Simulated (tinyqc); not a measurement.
Worked calculation (part 2 of 2): RKS/LDA (VWN5) in the sto-3g basis, for BeH2, spin multiplicity 1. Computed by tinyqc, a small Python program that keeps every step (integrals from PySCF). Command: `OMP_NUM_THREADS=1 python tinyqc.py 21522 21523 out.jsonl` (the two numbers bound the seeds that draw the settings). One thread of a shared host (Intel(R) Xeon(R) Processor @ 2.60GHz), about 0.6 s of CPU time with the checks.

Geometry (angstrom):
```
atom        x         y        z
Be    0.00000   0.00000  0.00000
H     0.00000   1.51500  0.00000
H     0.00000  -1.51500  0.00000
```

## Iteration 48 (converged): orbitals

converged F (hartree), order 1Be 1s, 1Be 2s, 1Be 2px, 1Be 2py, 1Be 2pz, 2H 1s, 3H 1s:
```
[[-3.61316, -1.08897, 0.00000, 0.00000, 0.00000, -0.20494, -0.20494],
 [-1.08897, -0.48933, 0.00000, 0.00000, 0.00000, -0.21701, -0.21701],
 [0.00000, 0.00000, 0.00353, 0.00000, 0.00000, 0.00000, 0.00000],
 [0.00000, 0.00000, 0.00000, -0.07606, 0.00000, -0.17265, 0.17265],
 [0.00000, 0.00000, 0.00000, 0.00000, 0.00353, 0.00000, 0.00000],
 [-0.20494, -0.21701, 0.00000, -0.17265, 0.00000, -0.13885, -0.02119],
 [-0.20494, -0.21701, 0.00000, 0.17265, 0.00000, -0.02119, -0.13885]]
```

X, order 1Be 1s, 1Be 2s, 1Be 2px, 1Be 2py, 1Be 2pz, 2H 1s, 3H 1s:
```
[[0.00000, -0.38560, 0.92837, 0.00000, 0.00000, 0.26693, 0.00000],
 [0.00000, 1.11822, -0.06147, 0.00000, 0.00000, 0.53542, 0.00000],
 [0.00000, 0.00000, 0.00000, 1.00000, 0.00000, 0.00000, 0.00000],
 [1.23485, 0.00000, 0.00000, 0.00000, 0.00000, 0.00000, 0.55247],
 [0.00000, 0.00000, 0.00000, 0.00000, 1.00000, 0.00000, 0.00000],
 [-0.88445, -0.70160, -0.30410, 0.00000, 0.00000, 0.35333, 0.38567],
 [0.88445, -0.70160, -0.30410, 0.00000, 0.00000, 0.35333, -0.38567]]
```

Diagonalise F' = X^T F X, C = X C', fill 3 alpha and 3 beta electrons from the bottom; D = 2 C_occ C_occ^T. Each column has its largest component positive (the first on a tie).

F' = X^T F X (hartree):
```
[[0.45421, 0.00000, 0.00000, 0.00000, 0.00000, 0.00000, 0.03265],
 [0.00000, 0.09169, 0.45028, 0.00000, 0.00000, 0.18222, 0.00000],
 [0.00000, 0.45028, -2.80603, 0.00000, 0.00000, -1.38939, 0.00000],
 [0.00000, 0.00000, 0.00000, 0.00353, 0.00000, 0.00000, 0.00000],
 [0.00000, 0.00000, 0.00000, 0.00000, 0.00353, 0.00000, 0.00000],
 [0.00000, 0.18222, -1.38939, 0.00000, 0.00000, -0.99050, 0.00000],
 [0.03265, 0.00000, 0.00000, 0.00000, 0.00000, 0.00000, -0.20537]]
```

orbital energies (hartree): [-3.62071, -0.24577, -0.20698, 0.00353, 0.00353, 0.16164, 0.45582]

coefficients C, order 1Be 1s, 1Be 2s, 1Be 2px, 1Be 2py, 1Be 2pz, 2H 1s, 3H 1s:
```
[[0.98580, -0.23784, 0.00000, 0.00000, 0.00000, -0.23116, 0.00000],
 [0.05384, 0.64645, 0.00000, 0.00000, 0.00000, 1.05834, 0.00000],
 [0.00000, 0.00000, 0.00000, 0.99987, 0.01590, 0.00000, 0.00000],
 [0.00000, 0.00000, 0.49089, 0.00000, 0.00000, 0.00000, 1.26059],
 [0.00000, 0.00000, 0.00000, -0.01590, 0.99987, 0.00000, 0.00000],
 [-0.00891, 0.35740, 0.42883, 0.00000, 0.00000, -0.76273, -0.86435],
 [-0.00891, 0.35740, -0.42883, 0.00000, 0.00000, -0.76273, 0.86435]]
```

D after iteration 48, order 1Be 1s, 1Be 2s, 1Be 2px, 1Be 2py, 1Be 2pz, 2H 1s, 3H 1s:
```
[[2.05675, -0.20136, 0.00000, 0.00000, 0.00000, -0.18757, -0.18757],
 [-0.20136, 0.84158, 0.00000, 0.00000, 0.00000, 0.46111, 0.46111],
 [0.00000, 0.00000, 0.00000, 0.00000, 0.00000, 0.00000, 0.00000],
 [0.00000, 0.00000, 0.00000, 0.48196, 0.00000, 0.42102, -0.42102],
 [0.00000, 0.00000, 0.00000, 0.00000, 0.00000, 0.00000, 0.00000],
 [-0.18757, 0.46111, 0.00000, 0.42102, 0.00000, 0.62341, -0.11216],
 [-0.18757, 0.46111, 0.00000, -0.42102, 0.00000, -0.11216, 0.62341]]
```

Within a degenerate level the vectors are fixed only up to a rotation; this is one choice.

## Convergence

Stop when the energy changes by less than 1e-09 hartree and every element of the error matrix X^T (F D S - S D F) X is below 9e-06.

Course of the cycle:
```
iteration  E (hartree)     change  largest element of the error matrix
1          -15.3843387          -                             1.85e-01
2          -15.4014420  -1.71e-02                             6.28e-02
3          -15.4028088  -1.37e-03                             5.15e-02
4          -15.4037149  -9.06e-04                             4.17e-02
5          -15.4043314  -6.17e-04                             3.47e-02
6          -15.4047440  -4.13e-04                             2.82e-02
7          -15.4050247  -2.81e-04                             2.34e-02
8          -15.4052134  -1.89e-04                             1.91e-02
9          -15.4053417  -1.28e-04                             1.58e-02
10         -15.4054282  -8.65e-05                             1.30e-02
11         -15.4054869  -5.87e-05                             1.07e-02
12         -15.4055266  -3.97e-05                             8.79e-03
13         -15.4055535  -2.69e-05                             7.25e-03
14         -15.4055716  -1.82e-05                             5.95e-03
...                ...        ...                                  ...
35         -15.4056098  -5.08e-09                             9.96e-05
36         -15.4056098  -3.44e-09                             8.19e-05
37         -15.4056098  -2.33e-09                             6.74e-05
38         -15.4056098  -1.58e-09                             5.55e-05
39         -15.4056098  -1.07e-09                             4.57e-05
40         -15.4056098  -7.24e-10                             3.76e-05
41         -15.4056098  -4.90e-10                             3.09e-05
42         -15.4056098  -3.32e-10                             2.55e-05
43         -15.4056098  -2.25e-10                             2.09e-05
44         -15.4056098  -1.52e-10                             1.72e-05
45         -15.4056098  -1.03e-10                             1.42e-05
46         -15.4056098  -6.99e-11                             1.17e-05
47         -15.4056098  -4.73e-11                             9.61e-06
48         -15.4056098  -3.21e-11                             7.91e-06
```

PySCF RKS in the same basis, fine grid = -15.4228926 hartree

Converged in 48 iterations. The coarse grid moves the energy by +1.73e-02 hartree.

## Populations, bond orders and dipole

overlap S, order 1Be 1s, 1Be 2s, 1Be 2px, 1Be 2py, 1Be 2pz, 2H 1s, 3H 1s:
```
[[1.00000, 0.25952, 0.00000, 0.00000, 0.00000, 0.04730, 0.04730],
 [0.25952, 1.00000, 0.00000, 0.00000, 0.00000, 0.39126, 0.39126],
 [0.00000, 0.00000, 1.00000, 0.00000, 0.00000, 0.00000, 0.00000],
 [0.00000, 0.00000, 0.00000, 1.00000, 0.00000, 0.47212, -0.47212],
 [0.00000, 0.00000, 0.00000, 0.00000, 1.00000, 0.00000, 0.00000],
 [0.04730, 0.39126, 0.00000, 0.47212, 0.00000, 1.00000, 0.01714],
 [0.04730, 0.39126, 0.00000, -0.47212, 0.00000, 0.01714, 1.00000]]
```

Mulliken: Z minus the diagonal of D S on the atom; Loewdin: the same with S^(1/2) D S^(1/2); Mayer order: 2 sum_s sum (D(s) S)_ij (D(s) S)_ji over the two atoms.

Charges (e):
```
atom  Mulliken   Loewdin
1Be   -0.01640  -0.01293
2H     0.00820   0.00646
3H     0.00820   0.00646
```

Mayer bond orders:
```
pair    order
2-1   0.98337
3-1   0.98337
3-2   0.01656
```

dipole moment about the origin, x y z (debye): [0.00000, 0.00000, 0.00000]
